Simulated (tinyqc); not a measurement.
A ladder of methods, and size consistency: correlation methods against full CI in the 3-21g basis, for He, spin multiplicity 1. Computed by the program tinyqc with PySCF. 

Geometry (angstrom):
```
atom       x       y       z
He    0.0000  0.0000  0.0000
```

RHF energy of one = -2.835680 hartree

All electrons correlated; +Q is the Davidson correction (1 - c0^2) E_corr. The last columns treat two copies 100 angstrom apart as one system. FCI is the lowest singlet.

Correlation energies (hartree):
```
method   E_corr of one  share of FCI (%)  E_corr of two at 100 angstrom  two minus twice one (mhartree)
MP2           -0.01150            77.175                       -0.02299                           0.000
CISD          -0.01490           100.000                       -0.02970                           0.095
CISD+Q        -0.01494           100.322                       -0.02989                        1.83e-03
CCSD          -0.01490           100.000                       -0.02979                           0.000
CCSD(T)       -0.01490           100.000                       -0.02979                           0.000
FCI           -0.01490           100.000                              -                               -
```

MP2 recovers 77 %, CISD 100.0 % and CCSD 100.0 % of the FCI value (c0^2 = 0.997 in CISD). MP2 and coupled cluster are size consistent, so their last column vanishes; CISD loses 0.10 mhartree, since a double excitation on each copy is a quadruple of the pair, and the Davidson correction leaves +0.00. With two electrons, or one virtual orbital, CISD and CCSD are exact for one copy, so +Q overshoots there.
